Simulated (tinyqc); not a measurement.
Inside a calculation: two electrons on one impurity (helium-like model). Values are carried at full precision from step to step, so a last printed digit may differ when a step is redone from the rounded ones.

Units Ha* = 2 Ry m/eps^2 and a* = a0 eps/m. One electron is bound by Z^2/2. Two electrons in the singlet built from exp(-a r) and exp(-b r): S = 8 (ab)^(3/2)/(a + b)^3, h_aa = a^2/2 - Z a, h_bb alike, h_ab = S (ab/2 - Z (a + b)/2), J = ab (a^2 + 3ab + b^2)/(a + b)^3, K = 20 (ab)^3/(a + b)^5, E = (h_aa + h_bb + 2 S h_ab + J + K)/(1 + S^2). For a = b this is a^2 - 2 Z a + 5a/8. Real double donors are deeper, since the central cell is left out.

Constants: Ry = 13.60569312 eV; a0 (Bohr radius) = 0.5291772105 angstrom.

Parameters, chosen for this exercise (near those of impurities in Si; the results hold for these values, not for the real material): m = 0.319 m0 (one mean mass); eps = 11.5 (dielectric constant); Z = 1 (effective charge (1: D- centre, 2: double donor; other values mimic a central cell)); ab = (1.04, 0.29) 1/a* (trial exponents a, b).

## Units and equal orbitals

Give Ha*, a*, the best common exponent Z - 5/16, E = -(Z - 5/16)^2, and the binding of the second electron -Z^2/2 - E.

Ha* = 65.637 meV
a* = 19.08 angstrom
exponent = 0.6875
E with equal orbitals = -0.47266 Ha*
binding of the second electron = -1.79 meV

With equal orbitals the second electron is not bound; this is a fault of the trial function, since unequal orbitals do bind it.

## Unequal orbitals

Evaluate the integrals and E.

S, h_aa, h_bb, h_ab, J, K: [0.56323, -0.49920, -0.24795, -0.28961, 0.26543, 0.13185]

E = -0.51328 Ha*

This lies 0.0406 Ha* below the best equal-orbital value -(Z - 5/16)^2.

## The minimum over a and b

Give a, b, E, both binding energies and U, their difference.

a, b (1/a*): [1.039, 0.283]

E = -0.51330 Ha*

binding of the first and second electron (meV): [32.82, 0.87]

U = 31.95 meV

Letting one electron stay close and the other roam (decay lengths 18 and 67 angstrom) gains 2.67 meV. The exact value for Z = 1 is -0.52775, a binding of 1.82 meV, so this function recovers 48 % of it.

## Checks

- Minimum for Z = 1 against the known -0.51330: both -0.51330.
- Minimum for Z = 2 against the known -2.87566: both -2.87566.

tinyqc: `OMP_NUM_THREADS=1 python tinyqc.py 1280955 1280956 out.jsonl`; about 0.02 s, one thread, shared Intel(R) Xeon(R) Processor @ 2.30GHz.
